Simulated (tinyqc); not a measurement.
Raising the field: quantum-confined Stark effect in a modulator well.

Envelopes on cells of 0.5 angstrom over the well |z| < L/2 and 45 angstrom of barrier on each side, psi = 0 beyond, psi'/m continuous (mean mass between points), c = hbar^2/2m0. The electron sees + e F z and the hole - e F z, each with its offset in the barriers; 1 kV/cm = 1e-5 eV/angstrom. Light holes, band mixing and escape by tunnelling are left out.

Exciton: in-plane function exp(-rho/lam), 1/mu = 1/me + 1/mp, E(lam) = c/(mu lam^2) - (q/eps) times the integral over k of Fm(k)(1 + (k lam/2)^2)^(-3/2), Fm(k) the double integral of psi_e^2 psi_h^2 exp(-k |z - z'|), q = e^2/(4 pi eps0); binding Eb = -E at the minimum. Line at Eg + E_e + E_h - Eb, strength proportional to overlap^2/lam^2.

Constants: hbar^2/2m0 = 3.80998211 eV angstrom^2; e^2/(4 pi eps0) = 14.39964547 eV angstrom; hc = 1239.841984 eV nm.

Parameters, chosen for this exercise (near those of a Ge well in SiGe, direct gap; shifted at random, so the results belong to these values and not to a real crystal): L = 84 angstrom (well width); Vc = 0.366 eV (conduction offset); Vv = 0.116 eV (heavy-hole offset); me = 0.0434 m0 (electron, well); meb = 0.0545 m0 (electron, barrier); mh = 0.216 m0 (heavy hole along z, well); mhb = 0.232 m0 (heavy hole, barrier); Eg = 0.853 eV (gap of the well); mp = 0.069 m0 (heavy hole in the plane); eps = 15.5 (dielectric constant); Fs = (0, 16, 32, 47, 65, 84, 105) kV/cm (fields).

All quantities anew; shifts from zero field.

Results:
```
F (kV/cm)  dE_e (meV)  dE_h (meV)  Eb (meV)  line shift (meV)  overlap^2  relative strength
0                0.00        0.00      4.20              0.00      0.996              1.000
16              -0.07       -0.26      4.19             -0.32      0.986              0.987
32              -0.29       -1.02      4.17             -1.28      0.959              0.952
47              -0.62       -2.18      4.13             -2.74      0.921              0.901
65              -1.19       -4.10      4.08             -5.17      0.861              0.825
84              -1.98       -6.70      4.02             -8.50      0.789              0.736
105             -3.09      -10.19      3.94            -13.02      0.705              0.636
```

The line shift grows with exponent 1.99 in F at low field and 1.91 at the end, still close to the quadratic law. The hole gives 78 % of the level shift in the second row and 77 % in the last. The largest shift is 3.1 times the zero-field binding, yet 94 % of the binding survives, since the walls stop the field from pulling the pair apart. The strength keeps 64 %.

(tinyqc, `OMP_NUM_THREADS=1 python tinyqc.py 1280633 1280634 out.jsonl`, Intel(R) Xeon(R) Processor @ 2.30GHz, 1 thread, shared host, about 0.1 s.)
